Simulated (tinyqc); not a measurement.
Deformation potentials from a strained empirical pseudopotential: one step. Xu of the Delta valleys and b. Two cases, with inputs chosen for the exercise.

Question. For e = diag(-h/2, -h/2, h): E(Delta z) - E(Delta x) = Xu (ezz - exx), and without spin-orbit coupling E(Z) - E(X, Y) = 3 b (ezz - exx); Z is the single level, X and Y the pair.

Case 1.

Values chosen (out of a larger set: a germanium-sized cell with gaps well above those of Ge; not measured data): h = 0.001 (size of the test strain).

Delta x, Delta z (eV): 1.2276060  1.2392917

valence levels (eV): -0.0089121  0.0044560  0.0044560

Case 2.

Values chosen (out of a larger set: near those of Si; not measured data): h = 0.001 (size of the test strain).

Delta x, Delta z (eV): 1.0595798  1.0716248

valence levels (eV): -0.0097984  0.0048992  0.0048992

Give: Xu; b.

Answer.

Case 1.

Xu = 7.79 eV
b = -2.97 eV

Case 2.

Xu = 8.03 eV
b = -3.27 eV

Stretching along z raises the valleys on the z axis and lowers the Z valence state. One-sided differences carry an error of order h. A local potential fitted to band energies alone fixes these slopes only roughly; b tends to come out too large and Xu of L too small.

Computed by tinyqc, one run a case: `OMP_NUM_THREADS=1 python tinyqc.py N N+1 out.jsonl` with N = 1880489, 1880495; one thread of a shared Intel(R) Xeon(R) Processor @ 2.30GHz, about 0.2 s a run at most.
